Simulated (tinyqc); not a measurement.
Admittance spectroscopy of a deep trap: admittance against frequency.

Schottky contact on an n-type layer with shallow donors Nd (all ionised) and a donor-like deep trap, neutral when filled and positive when empty; depletion approximation. Traps within lam of the depletion edge stay filled. The traps at xt = W - lam, where the level crosses the Fermi level, follow a slow signal and not a fast one. w = 2 pi f.

Emission rate en = sn vth(T) Nc(T) exp(-Et/kB T) = sn g T^2 exp(-Et/kB T), g = vth Nc/(300 K)^2, as vth goes as T^0.5 and Nc as T^1.5 (degeneracy factor 1). lam = sqrt(2 eps0 eps_r (EF - ET)/(q Nd)), EF - ET = Et - (kB T/q) ln(Nc(T)/Nd), Nc(T) = Nc (T/300 K)^1.5. In the steady state at the band bending V, 2 eps0 eps_r V/q = Nd W^2 + Nt (W - lam)^2 (the second term only if W > lam). V = Vbi + Vr. C_HF = eps0 eps_r/W, C_LF = eps0 eps_r (Nd + Nt)/(Nd W + Nt xt). Inflection frequency w0 = 2 en [1 + Nt xt/(Nd W)]; C = C_HF + (C_LF - C_HF)/(1 + (w/w0)^2), G/w = (C_LF - C_HF)(w/w0)/(1 + (w/w0)^2).

Inputs (values chosen for the exercise); material values close to those of germanium: relative permittivity eps_r = 15.8; conduction-band density of states at 300 K Nc = 1.06e19 cm^-3; thermal velocity at 300 K vth = 3.3e7 cm/s; shallow donor density Nd = 2.3e16 cm^-3; built-in voltage Vbi = 0.47 V; depth of the trap below the conduction edge Et = 0.28 eV; capture cross-section sn = 1.7e-14 cm^2; trap density Nt = 2.3e16 cm^-3; reverse bias Vr = 0 V; temperature T = 175 K.

Constants: q = 1.602176634e-19 C, kB = 1.380649e-23 J/K, eps0 = 8.8541878128e-14 F/cm where lengths are in cm. Results are converted to the units shown.

Admittance against frequency:
```
f (Hz)  C (nF/cm^2)  G/w (nF/cm^2)
240           118.0          1.321
480           117.8          2.633
940           117.4          5.095
1900          115.5          9.807
3700          109.8          16.24
7200          98.18          20.17
14000         86.34          16.57
28000         80.25          9.875
55000         78.37          5.278
1.1e5         77.85          2.674
2.1e5         77.72          1.405
```

What does the table show?

C falls from 118 to 77.7 nF/cm^2, between C_LF = 118 and C_HF = 77.7, and G/w goes from 1.32 through a maximum of 20.2 (at f = 7200 Hz among the rows listed) to 1.41 nF/cm^2. The exact peak is half of the step, 20.2 nF/cm^2, at 7320 Hz.

Numbers from tinyqc (`OMP_NUM_THREADS=1 python tinyqc.py 2050146 2050147 out.jsonl`; about 0.01 s on one thread of a shared Intel Xeon 2.30GHz).
